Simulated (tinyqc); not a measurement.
Atomic layer deposition: Langmuir saturation, growth per cycle and coating of deep features: one step, computed by the program tinyqc. Command: `OMP_NUM_THREADS=1 python tinyqc.py 3026662 3026663 out.jsonl ald walk`. One thread of a shared host (Intel(R) Xeon(R) Processor @ 2.30GHz), about 0.01 s of CPU time with the checks.

Precursor A sticks only on free sites, so a long enough pulse saturates; co-reactant B then frees the sites again.

Question. Steady growth per cycle. One cycle from coverage th0: pulse A gives th1 = th_s + (th0 - th_s) exp(-(k_a + k_d) t), th_s = k_a/(k_a + k_d); the purge leaves th2 = th1 exp(-k_d t_p); pulse B converts c_B th2 into film and leaves th3 = (1 - c_B) th2. Growth = G c_B th2. The periodic state has th0 = th3: th0 = (1 - c_B) e_p th_s (1 - e_a)/(1 - (1 - c_B) e_p e_a), with e_a = exp(-(k_a + k_d) t), e_p = exp(-k_d t_p). Share of impinging molecules used = q (th1 - th0)/(F t).

Inputs (values chosen for the exercise, modelled on aluminium oxide from trimethylaluminium and water):

| quantity | value | unit |
|---|---|---|
| site density q | 4.8 | 1/nm^2 |
| growth per cycle at saturation G | 0.99 | angstrom |
| temperature T | 250 | C |
| pulse time t | 0.0098 | s |
| co-reactant completion per pulse c_B | 0.99 | - |
| purge time t_p | 1.6 | s |

k_a = 153.0668 1/s

k_d = 1.639184e-06 1/s

flux F = 111321.3 1/(nm^2 s)

Give: coverage after pulse A; growth per cycle; share of impinging molecules used.

Answer.

coverage after pulse A = 0.7786

growth per cycle = 0.7631 angstrom

share of impinging molecules used = 0.003392

The pulse is 1.50 filling times long: not fully saturated, so thickness still depends somewhat on the local dose.
